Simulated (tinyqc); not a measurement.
Potential-pH (Pourbaix) lines of a metal, its cation, its oxide and an oxyanion, with a complexing ligand. Changing the total ligand c_L. Computed by tinyqc, a small Python program. Command: `OMP_NUM_THREADS=1 python tinyqc.py 3017862 3017863 out.jsonl pourb sweep`. One thread of a shared host (Intel(R) Xeon(R) Processor @ 2.30GHz), about 0.01 s of CPU time with the checks.

Potentials are against the standard hydrogen electrode; solids and water have unit activity; dG_f of M, H+ and the electron is zero; F = e N_A and s = R T ln(10)/F. The cation carries z = 2.

Inputs (values chosen for the exercise, modelled on cobalt):

| quantity | value | unit |
|---|---|---|
| dG_f of the cation | -54.06 | kJ/mol |
| dG_f of the oxide | -215.63 | kJ/mol |
| dG_f of the oxyanion | -291.68 | kJ/mol |
| dG_f of water | -237.14 | kJ/mol |
| temperature T | 298.15 | K |
| log10 of the dissolved activity a | -2 | - |
| pH | 8.2 | - |
| potential E | 0.32 | V |
| log10 of the stability constant beta of ML | 4.1 | - |
| pKa of HL | 9.5 | - |
| limiting current density i_L | 8.5e-05 | A/cm^2 |
| molar volume V_m | 6.67 | cm^3/mol |

Species: M, M2+, MO, MO2(2-).

exchange current densities, metal and cathodic (A/cm^2): 5.3e-07  1e-11

Tafel slopes, anodic and cathodic (mV/decade): 55  125

Constants: R = 8.314462618 J/(mol K); e = 1.602176634e-19 C; N_A = 6.02214076e+23 1/mol.

Method:
- M2+ + 2e = M; MO + 2H+ + 2e = M + H2O; MO2(2-) + 4H+ + 2e = M + 2H2O. For each, E0 = -dG/(z F), and E = E0 + (s/z) log10 a - (s n_H/z) pH, with no activity term for the oxide.
- The metal is stable below the lowest of the three lines; above it, the species of the lowest line is stable. Water lines at 1 bar: hydrogen E = -s pH, oxygen E = -dG_f(water)/(2F) - s pH.
- The free ligand is c_L/(1 + 10^(pKa - pH)) (ligand in excess); dissolved metal is a in all, so the free cation is a/alpha, alpha = 1 + beta [L]; the cation line drops by (s/z) log10 alpha.
- Anodic i = i0a 10^((E - E_a)/b_a) with E_a the cation line with ligand; cathodic i = i0c 10^((E_c - E)/b_c) with E_c the oxygen line; supply caps the cathodic current, 1/i_c = 1/i(Tafel) + 1/i_L. E_corr makes the two currents equal. Without the cap it would be [b_c E_a + b_a E_c + b_a b_c log10(i0c/i0a)]/(b_a + b_c). Rate = i V_m/(z F). Films are left out.

One run for each value:

| total ligand c_L (mol/L) | log10 alpha | cation line with ligand (V) | etch rate (nm/min) | that line less the oxide line (V) |
|---|---|---|---|---|
| 1.00e-05 | 2.602e-03 | -0.3394 | 1.519 | 0.03426 |
| 4.00e-05 | 1.031e-02 | -0.3396 | 1.520 | 0.03403 |
| 2.00e-04 | 4.928e-02 | -0.3408 | 1.524 | 0.03288 |
| 7.00e-04 | 1.525e-01 | -0.3438 | 1.535 | 0.02982 |
| 3.00e-03 | 4.476e-01 | -0.3525 | 1.563 | 0.02109 |
| 1.00e-02 | 8.456e-01 | -0.3643 | 1.597 | 0.00932 |
| 6.00e-02 | 1.569e+00 | -0.3857 | 1.646 | -0.01207 |
| 2.00e-01 | 2.083e+00 | -0.4009 | 1.673 | -0.02729 |
| 1.00e+00 | 2.779e+00 | -0.4215 | 1.700 | -0.04788 |

Describe and explain the trends.

Over the rows, log10 alpha rises from 0.00260 to 2.78; cation line with ligand (V) falls from -0.339 to -0.422; etch rate (nm/min) rises from 1.52 to 1.70 (exponent d ln y / d ln x 3.9e-4 between the first rows and 0.0100 between the last). Once beta [L] exceeds 1, each decade of ligand lowers the cation line by s/z; the etch rate changes by less than 20 % over the rows.

Caution (all rows): other oxidation states, hydroxides and hydrides are left out, and the lines say nothing of rates. Caution (rows 1.00e-5, 4.00e-5, 2.00e-4, 7.00e-4, 0.00300, 0.0100, 0.0600): the ligand is not in tenfold excess over the metal, as assumed. Caution (rows 1.00e-5, 4.00e-5, 2.00e-4, 7.00e-4, 0.00300, 0.0100): at this pH the oxide, not the cation, is the stable product, and a film would cut the rate.
